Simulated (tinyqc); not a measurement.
Which pair of peaks is best: composition and strain of an epitaxial Si(1-x)Ge(x) layer from Raman and X-ray peaks. Computed by tinyqc, a small Python program. Command: `OMP_NUM_THREADS=1 python tinyqc.py 3007307 3007308 out.jsonl epiraman walk`. One thread of a shared host (Intel(R) Xeon(R) Processor @ 2.30GHz), about 0.01 s of CPU time with the checks.

A (001) layer, biaxially strained in the plane. The Raman peaks follow empirical lines omega = w0 + c1 x + c3 x^3 + b eps (c3 for Si-Ge alone), with eps the in-plane strain.

Inputs (values chosen for the exercise, modelled on silicon-germanium):
```
quantity                     value  unit
Ge fraction x                 0.29     -
Si-Si: c1                    -68.9  1/cm
Si-Si: strain coefficient b   -746  1/cm
Si-Ge: c1                     24.5  1/cm
Si-Ge: c3                      -31  1/cm
Si-Ge: strain coefficient b   -563  1/cm
Ge-Ge: c1                     19.4  1/cm
Ge-Ge: strain coefficient b   -458  1/cm
uncertainty of a Raman peak    0.1  1/cm
```

Substrate: relaxed alloy buffer.

Method. For each pair invert J = [d omega/dx, d omega/d eps] at the true x. Independent errors of the given size in both peaks give sigma_x and sigma_eps = uncertainty x (norm of the rows of the inverse of J).

Error propagation:
```
pair               det J    sigma_x  sigma_eps (per mille)
Si-Si and Si-Ge   51.233  0.0018242                0.13837
Si-Si and Ge-Ge  46.0286  0.0019018                0.15551
Si-Ge and Ge-Ge   3.2834   0.022104                0.77920
```

The pair Si-Si and Si-Ge fixes x best (sigma_x = 0.0018) and Si-Ge and Ge-Ge worst (0.022), a factor 12. Strain moves all peaks the same way, so a good pair needs different ratios of composition slope to strain coefficient, best of opposite sign; the slopes here are -68.9, 16.7 and 19.4 per cm for Si-Si, Si-Ge and Ge-Ge. Errors in the coefficients themselves are not counted.

Extremes, crossings and ranges named in words are read from the listed rows.
